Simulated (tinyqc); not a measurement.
The basis set: RHF and MP2 along a ladder of basis sets, for H3+, spin multiplicity 1. Computed by the program tinyqc with PySCF. Command: `OMP_NUM_THREADS=1 python tinyqc.py 113696 113697 out.jsonl`; one thread of a shared host (Intel(R) Xeon(R) Processor @ 2.60GHz), about 1 s.

Geometry (angstrom):
```
atom,x,y,z
H,0.0000,0.0000,0.0000
H,0.0000,0.0000,0.8520
H,0.0000,0.3450,-0.7920
```

Same geometry throughout; the dipole is taken about the origin.

RHF and frozen-core MP2 in a ladder of bases:
```
basis,functions,E(RHF) (hartree),E(MP2 corr) (hartree),HOMO (eV),LUMO (eV),dipole (debye)
sto-3g,3,-1.20718,-0.01980,-29.280,-8.686,0.916
3-21g,6,-1.21591,-0.02398,-29.136,-9.596,1.024
6-31g,6,-1.21847,-0.02428,-29.168,-9.653,1.026
6-31g**,15,-1.22390,-0.03390,-29.161,-9.629,0.937
cc-pvdz,15,-1.22438,-0.03385,-29.105,-9.581,0.844
aug-cc-pvdz,27,-1.22467,-0.03439,-29.107,-9.583,0.775
cc-pvtz,42,-1.22842,-0.03829,-29.140,-9.592,0.790
```

From cc-pVDZ to cc-pVTZ the RHF energy falls by 4.0 mhartree and the correlation energy by 4.4. If valence correlation converges as X^-3, (27 E(T) - 8 E(D))/19 gives -0.0402 hartree, a rough estimate from such small X that usually falls short; STO-3G holds about 49 % of it. Beyond STO-3G the LUMO moves by 0.1 eV and the HOMO by 0.1 eV.
